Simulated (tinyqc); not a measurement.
Length of a polyene: Hueckel, PPP and singles CI along the polyenes. Computed by the program tinyqc. Hueckel uses the same beta without repulsion; CIS keeps all single excitations and so misses the low, doubly excited 2Ag state. W is the valence ionisation energy of a centre, MN the Mataga-Nishimoto formula, f the oscillator strength.

All-trans chains of carbon centres 1.40 angstrom apart:

| parameter | value |
|---|---|
| beta (eV), times 1 +/- alternation | -2.660000 |
| alternation | 0.050000 |
| W (eV) | 11.160000 |
| gamma_rr (eV) | 10.270000 |
| repulsion formula | MN |

Gaps and excitations (eV):

| centres | Hueckel gap | PPP orbital gap | bright singlet (CIS) | f | lowest triplet (CIS) |
|---|---|---|---|---|---|
| 2 | 5.5860 | 10.7249 | 8.1515 | 0.6989 | 3.0205 |
| 4 | 3.6040 | 8.1746 | 5.7541 | 1.1597 | 1.9513 |
| 6 | 2.7007 | 6.8993 | 4.6153 | 1.6372 | 1.4639 |
| 8 | 2.1897 | 6.1344 | 3.9435 | 2.0914 | 1.1967 |
| 10 | 1.8624 | 5.6267 | 3.4993 | 2.5196 | 1.0328 |
| 12 | 1.6353 | 5.2675 | 3.1848 | 2.9239 | 0.9244 |
| 14 | 1.4690 | 5.0021 | 2.9520 | 3.3083 | 0.8488 |

What does the comparison show, and why?

The Hueckel gap tends to 4 x alternation x |beta| = 0.53 eV for long chains. Exchange opens the PPP orbital gap, and the attraction of electron and hole brings the bright state 2.05 eV below it at 14 centres; the triplet lies 2.10 eV lower still.
